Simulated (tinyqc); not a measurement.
Inside a calculation. Method: CID on RHF in the sto-6g basis, for H4, spin multiplicity 1. One step of it, computed by the program tinyqc.

Question. CID: determinants and Hamiltonian. Slater-Condon rules over spin orbitals, with the nuclear repulsion added and E(HF) subtracted on the diagonal. Only determinants linked to the reference directly or through others are kept (one block of an abelian symmetry group), so some states are absent.

one-electron integrals over orbitals h = C^T H C (hartree), lower triangle:
```
           1          2          3          4
1  -1.671629
2   0.000000  -1.627766
3   0.081298   0.000000  -0.996892
4   0.000000  -0.082276   0.000000  -0.851579
```

Two-electron integrals over orbitals (pq|rs), unique and non-zero (hartree):
```
(11|11) 0.433383    (21|21) 0.229339    (22|11) 0.436138    (22|22) 0.443666
(31|11) -0.024923   (31|22) -0.006569   (31|31) 0.098294    (32|21) 0.043236
(32|32) 0.089326    (33|11) 0.428463    (33|22) 0.431562    (33|31) -0.011345
(33|33) 0.446907    (41|21) 0.006170    (41|32) -0.082624   (41|41) 0.086699
(42|11) 0.034888    (42|22) 0.018671    (42|31) -0.098445   (42|33) 0.016510
(42|42) 0.102192    (43|21) -0.221557   (43|32) -0.044612   (43|41) -0.003951
(43|43) 0.235355    (44|11) 0.445322    (44|22) 0.447940    (44|31) -0.028494
(44|33) 0.459381    (44|42) 0.037967    (44|44) 0.480898
```

nuclear repulsion = 2.19598964 hartree

Hartree-Fock energy = -2.23987591 hartree

Give: determinants; H - E(HF) between determinants.

Answer.

Occupation strings over the orbitals (2 doubly, a alpha, b beta, 0 empty; spin orbitals ordered 1a 1b 2a 2b ...): 2200 aabb 2020 abab 2002 abba baab 0220 baba 0202 bbaa

H - E(HF) between determinants (hartree), lower triangle:
```
         2200     aabb     2020     abab     2002     abba     baab     0220
2200   0.0000
aabb   0.0158   1.4721
2020   0.0893  -0.0826   1.4964
abab   0.0826  -0.0893  -0.1389   1.7363
2002   0.1022   0.0984   0.2354  -0.2216   1.9116
abba  -0.0984  -0.1022   0.2216  -0.2354   0.1231   1.7608
baab  -0.0984  -0.0983   0.2216  -0.2293   0.1231   0.0000   1.7608
0220   0.0983   0.0984   0.2293  -0.2216   0.0000   0.1231   0.1231   1.6247
baba   0.0826  -0.0867  -0.1389   0.0000  -0.2216  -0.2293  -0.2354  -0.2216
0202   0.0867  -0.0826   0.0000  -0.1389   0.2293   0.2216   0.2216   0.2354
bbaa   0.0158   0.0000  -0.0826  -0.0867   0.0984  -0.0983  -0.1022   0.0984

         baba     0202    bbaa
baba   1.7363
0202  -0.1389   1.9891
bbaa  -0.0893  -0.0826  1.4721
```
